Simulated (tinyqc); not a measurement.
UKS/LDA (PW92) in the sto-3g basis, for H3, spin multiplicity 2, step by step. One step of it, computed by the program tinyqc.

Problem. Orthogonalisation. S = U s U^T; canonical form X = U s^(-1/2), so that X^T S X = 1. Each column of U has its largest component positive (the first on a tie).

overlap S, lower triangle:
```
          1H 1s     2H 1s     3H 1s
1H 1s  1.000000
2H 1s  0.452303  1.000000
3H 1s  0.452023  0.452302  1.000000
```

Give: eigenvalues of S; X.

Solution.

eigenvalues of S: 0.548  0.548  1.904

X:
```
            1       2      3
1H 1s  -0.553  -0.954  0.418
2H 1s   1.103  -0.002  0.418
3H 1s  -0.550   0.956  0.418
```
